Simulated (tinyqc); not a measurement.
Worked calculation: G0W0 on RHF in the 6-31g basis, for H2, spin multiplicity 1. One step of it, computed by the program tinyqc.

Problem. Iteration 9 (converged): orbitals. Diagonalise F' = X^T F X, C = X C', fill 1 alpha and 1 beta electrons from the bottom; D = 2 C_occ C_occ^T. Each column has its largest component positive (the first on a tie).

converged F (hartree):
```
           1H 1s      1H 2s      2H 1s      2H 2s
1H 1s  -0.069530  -0.522460  -0.585757  -0.531763
1H 2s  -0.522460  -0.340167  -0.531763  -0.374114
2H 1s  -0.585757  -0.531763  -0.069530  -0.522460
2H 2s  -0.531763  -0.374114  -0.522460  -0.340167
```

X:
```
           1H 1s      1H 2s      2H 1s      2H 2s
1H 1s   1.310808  -0.505089  -0.233163   0.087507
1H 2s  -0.505089   2.074915   0.087507  -1.128954
2H 1s  -0.233163   0.087507   1.310808  -0.505089
2H 2s   0.087507  -1.128954  -0.505089   2.074915
```

Give: F' = X^T F X; orbital energies; coefficients C; D after iteration 9.

Solution.

F' = X^T F X (hartree):
```
        1       2       3       4
1   0.644  -0.584  -0.581  -0.097
2  -0.584   0.287  -0.097  -0.207
3  -0.581  -0.097   0.644  -0.584
4  -0.097  -0.207  -0.584   0.287
```

orbital energies (hartree): MO1 -0.610, MO2 0.251, MO3 0.753, MO4 1.469

coefficients C:
```
         MO1     MO2     MO3     MO4
1H 1s  0.334   0.114   0.746  -1.164
1H 2s  0.260   1.839  -0.683   1.388
2H 1s  0.334  -0.114   0.746   1.164
2H 2s  0.260  -1.839  -0.683  -1.388
```

D after iteration 9:
```
       1H 1s  1H 2s  2H 1s  2H 2s
1H 1s  0.224  0.174  0.224  0.174
1H 2s  0.174  0.135  0.174  0.135
2H 1s  0.224  0.174  0.224  0.174
2H 2s  0.174  0.135  0.174  0.135
```
